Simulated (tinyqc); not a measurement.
Lattice sites along [110]: pair of shallow donors (hydrogen-like orbitals).

Each donor has the orbital exp(-r/a); energy unit Ha* = q/(eps a), q = e^2/(4 pi eps0), so that a lone donor is bound by Ha*/2; x = R/a. One electron: S = (1 + x + x^2/3) exp(-x), j = 1/x - (1 + 1/x) exp(-2x), k = (1 + x) exp(-x); levels E(+/-) = -1/2 - (j +/- k)/(1 +/- S) in Ha*, without the repulsion of the ions, split by D = |E(-) - E(+)|. In six valleys the overlaps S and k are multiplied by v = [cos(K Rx) + cos(K Ry) + cos(K Rz)]/3, K = k0 (2 pi/a_lat), for isotropic envelopes and the symmetric valley state.

Two electrons, Heitler-London: with S' = (1 - x + x^2/3) exp(x), C = 1/x - exp(-2x)(1/x + 11/8 + 3x/4 + x^2/6), X = (1/5){exp(-2x)(25/8 - 23x/4 - 3x^2 - x^3/3) + (6/x)[S^2 (0.5772157 + ln x) + S'^2 Ei(-4x) - 2 S S' Ei(-2x)]}, Q = C - 2j + 1/x and A = X - 2 S k + S^2/x, the singlet and triplet lie at (Q +/- w A)/(1 +/- w S^2) from two lone donors, with the valley weight w = v^2; the exchange is J = triplet - singlet.

Constants: e^2/(4 pi eps0) = 14.39964547 eV angstrom.

Parameters, chosen for this exercise (near those of two donors in Si; the results hold for these values, not for the real material):
- a = 19.1 angstrom (orbital radius)
- eps = 11.1 (dielectric constant)
- a_lat = 5.431 angstrom (lattice constant)
- k0 = 0.855 2 pi/a_lat (valley position)
- sites = ((10.5, 10.5, 0), (11, 11, 0), (11.5, 11.5, 0), (12, 12, 0), (12.5, 12.5, 0), (13, 13, 0), (13.5, 13.5, 0), (14, 14, 0), (14.5, 14.5, 0), (15, 15, 0)) a_lat (positions of the second donor)

D and J for each site, and for v = 1.

Cases:
```
site
(10.5, 10.5, 0)
(11, 11, 0)
(11.5, 11.5, 0)
(12, 12, 0)
(12.5, 12.5, 0)
(13, 13, 0)
(13.5, 13.5, 0)
(14, 14, 0)
(14.5, 14.5, 0)
(15, 15, 0)
```

Rank the cases by J (micro-eV), lowest first.

Answer: (12.5, 12.5, 0), (14.5, 14.5, 0), (13.5, 13.5, 0), (15, 15, 0), (12, 12, 0), (11, 11, 0), (14, 14, 0), (13, 13, 0), (11.5, 11.5, 0), (10.5, 10.5, 0).

Results:
```
site             R (angstrom)       v  D (meV)  J (micro-eV)  J for v = 1
(10.5, 10.5, 0)          80.6   0.993     5.25           972          985
(11, 11, 0)              84.5  -0.218    0.969          34.7          730
(11.5, 11.5, 0)          88.3   0.664     2.55           237          539
(12, 12, 0)              92.2   0.291    0.957          33.6          396
(12.5, 12.5, 0)          96.0   0.078    0.220          1.77          290
(13, 13, 0)              99.8   0.833     2.01           147          211
(13.5, 13.5, 0)         103.7  -0.310    0.635          14.7          154
(14, 14, 0)             107.5   0.988     1.73           109          111
(14.5, 14.5, 0)         111.4  -0.200    0.296          3.22         80.6
(15, 15, 0)             115.2   0.636    0.800          23.5         58.1
```

Over these sites the envelope alone changes J by a factor 17, and the valley factor v^2 by 161; J runs from 1.77 at (12.5, 12.5, 0) to 972 micro-eV at (10.5, 10.5, 0). Along [110] only two valleys keep their phase, so v = (1 + 2 cos)/3 can pass through zero. J does not fall steadily with distance.

(tinyqc, `OMP_NUM_THREADS=1 python tinyqc.py 1251352 1251353 out.jsonl`, Intel(R) Xeon(R) Processor @ 2.30GHz, 1 thread, shared host, about 0.01 s.)
